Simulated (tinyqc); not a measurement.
Inside a calculation. Method: RKS/PBE0 in the sto-3g basis, for H3+, spin multiplicity 1. One step of it, computed by the program tinyqc.

Problem. Iteration 2: diagonalisation and new density. Diagonalise F' = X^T F X, C = X C', fill 1 alpha and 1 beta electrons from the bottom; D = 2 C_occ C_occ^T. Each column has its largest component positive (the first on a tie).

extrapolated F (hartree):
```
           1H 1s      2H 1s      3H 1s
1H 1s  -0.557652  -0.268082  -0.268802
2H 1s  -0.268082  -0.557652  -0.268802
3H 1s  -0.268802  -0.268802  -0.558670
```

X:
```
               1          2         3
1H 1s   0.817809  -0.472013  0.470725
2H 1s  -0.817809  -0.472013  0.470725
3H 1s   0.000000   0.944248  0.470614
```

Give: F' = X^T F X; orbital energies; coefficients C; D after iteration 2.

Solution.

F' = X^T F X (hartree):
```
         1        2        3
1  -0.3873   0.0000   0.0000
2   0.0000  -0.3868  -0.0009
3   0.0000  -0.0009  -0.7279
```

orbital energies (hartree): MO1 -0.7279, MO2 -0.3873, MO3 -0.3868

coefficients C:
```
          MO1      MO2      MO3
1H 1s  0.4695   0.8178  -0.4732
2H 1s  0.4695  -0.8178  -0.4732
3H 1s  0.4730   0.0000   0.9431
```

D after iteration 2:
```
        1H 1s   2H 1s   3H 1s
1H 1s  0.4409  0.4409  0.4442
2H 1s  0.4409  0.4409  0.4442
3H 1s  0.4442  0.4442  0.4474
```
